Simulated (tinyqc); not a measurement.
Electron-beam lithography: double-Gaussian proximity function, edge placement and dose correction for parallel lines: one step, computed by the program tinyqc.

Lines are infinitely long. Absorbed energy is counted so that the middle of a very large area written at dose 1 receives 1; the resist develops where it exceeds 1/2.

Question. Interaction matrix. f(r) = [exp(-r^2/alpha^2)/alpha^2 + eta exp(-r^2/beta^2)/beta^2]/(pi (1 + eta)). A line from a to b at dose d gives E(x) = d [S(alpha) + eta S(beta)]/(1 + eta), S(s) = [erf((b - x)/s) - erf((a - x)/s)]/2. M_ij is the mean of E at the two edges of line i from line j at dose 1.

Inputs (values chosen for the exercise, of the order of those for 30 keV electrons in resist on silicon): forward range alpha = 0.016 micrometre; backscatter range beta = 4.7 micrometre; backscatter ratio eta = 0.9.

Lines (micrometre):
```
line  left edge  right edge  centre
1         0.000       0.620   0.310
2         2.020       6.920   4.470
3         7.040      10.240   8.640
4        12.040      12.112  12.076
5        12.232      13.232  12.732
```

Give: M.

Answer.

M:
```
        1       2       3       4       5
1  0.2982  0.1328  0.0097  0.0000  0.0001
2  0.0179  0.4668  0.0913  0.0006  0.0064
3  0.0025  0.1356  0.4205  0.0024  0.0280
4  0.0001  0.0280  0.1068  0.2673  0.0556
5  0.0000  0.0195  0.0872  0.0040  0.3192
```
